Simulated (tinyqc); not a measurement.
From dose to size d_s back to pattern density around the test line: electron-beam lithography: double-Gaussian proximity function, edge placement and dose correction for parallel lines. Computed by tinyqc, a small Python program. Command: `OMP_NUM_THREADS=1 python tinyqc.py 3110979 3110980 out.jsonl proximity inv`. One thread of a shared host (Intel(R) Xeon(R) Processor @ 2.30GHz), about 0.01 s of CPU time with the checks.

Lines are infinitely long. Absorbed energy is counted so that the middle of a very large area written at dose 1 receives 1; the resist develops where it exceeds 1/2.

Inputs (values chosen for the exercise, of the order of those for 30 keV electrons in resist on silicon):
```
quantity                 value               unit
forward range alpha     0.0089         micrometre
backscatter ratio eta     0.81                  -
base dose D0               330  microcoulomb/cm^2
width of the test line   0.076         micrometre
```

Method. A test line of width w << beta in surroundings of density rho, all at dose d: near its edge E(x) = d [S + eta rho]/(1 + eta), S = [erf((b - x)/alpha) - erf((a - x)/alpha)]/2 for edges a and b, the second term being the background energy. Dose to size d_s = (1 + eta)/(erf(w/alpha) + 2 eta rho), dose = d_s D0; edge slope d [1 - exp(-w^2/alpha^2)]/(sqrt(pi) alpha (1 + eta)); width change per 1 % of dose = 2 x 0.01 x (1/2)/slope.

Question. A run gave the result below. Find the pattern density around the test line, known to lie between 0.31 and 0.69.

dose to size d_s = 1.130987

Answer.

Each step takes the trial c = (a f_b - b f_a)/(f_b - f_a), f being the result less the target and a, b, c the logarithms of the listed values; c replaces end b, the old b replaces a if the sign of f changed, and otherwise f_a is halved.

Scan of the range:
```
pattern density around the test line  dose to size d_s
0.310                                          1.20490
0.354                                          1.15032
0.405                                          1.09293
0.462                                          1.03521
0.528                                          0.97555
0.604                                          0.91484
0.690                                          0.85466
```

False position (Illinois rule, in the logarithm of the input) inside the bracket:
```
step     end a     end b     trial  dose to size d_s
1     0.354000  0.405000  0.370417           1.13120
2     0.405000  0.370417  0.370598           1.13099
3     0.405000  0.370598  0.370602           1.13098
4     0.370598  0.370602  0.370600           1.13099
```

Dose to size d_s falls at every point of a 13-point scan of the range (every second point is shown), so one value fits; it is bracketed by 0.354 and 0.405. Answer: pattern density around the test line = 0.3706.
